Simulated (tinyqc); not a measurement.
The internal displacement: deformation potentials from a strained empirical pseudopotential.

Diamond lattice, no spin-orbit coupling. Atomic form factor V(q) = a1 (q^2 - a2)/(a3 exp(a4 q^2) - 1) in rydberg with q in 1/bohr, for the unstrained cell. Under a strain e the reciprocal vectors and k go over into (1 + e)^(-1) G, the atoms sit at +/- tau with tau = (1 + e) a (1,1,1)/8 - zeta a (eyz, ezx, exy)/4, and H(G,G') = c |k + G|^2 delta + (V(q)/det(1 + e)) cos(q.tau), q = G - G', with the term q = 0 left out; c = hbar^2/2m0. The basis is fixed before straining: all G with |k + G|^2 up to 16 (2 pi/a)^2. k is given in units of 2 pi/a of the unstrained cell.

Constants: hbar^2/2m0 = 3.80998211 eV angstrom^2; Ry = 13.60569312 eV; a0 (Bohr radius) = 0.5291772105 angstrom.

Values chosen for the exercise (out of a larger set: near those of Si; not measured data):
- a = 5.431 angstrom (lattice constant)
- A = (0.537, 2.167, 2.077, 0.486) (a1 (Ry bohr^2), a2 (1/bohr^2), a3, a4 (bohr^2))
- h = 0.004 (size of the test strain)

Xu of L (level 5, the lowest empty one) and d from exy = eyz = ezx = h for several zeta: Xu = [E(L [111]) - E(L [1-1-1])]/((8/3) h), d = (single valence level - pair)/(3 sqrt(3) h). zeta = 0 strains the bonds with the lattice; zeta = 1 keeps all four bond lengths equal to first order.

Results:
```
zeta  Xu (L) (eV)  d (eV)
0.00        11.49    0.35
0.25        11.79   -1.90
0.50        12.10   -4.15
0.60        12.23   -5.05
0.75        12.43   -6.39
1.00        12.78   -8.64
```

What can be read from this table?

From zeta = 0 to 1, d goes from 0.35 to -8.64 eV and Xu (L) from 11.49 to 12.78 eV, both nearly linearly: the displacement is an optical-phonon mode, and d = d(0) - zeta d0/4 gives its deformation potential d0 = 36 eV. Leaving the relaxation out (zeta = 0 for 0.5) moves d by +4.50 eV, which reverses its sign, and Xu (L) by -0.61 eV. Tetragonal strain has no such freedom.

(tinyqc, `OMP_NUM_THREADS=1 python tinyqc.py 1881124 1881125 out.jsonl`, Intel(R) Xeon(R) Processor @ 2.30GHz, 1 thread, shared host, about 0.2 s.)
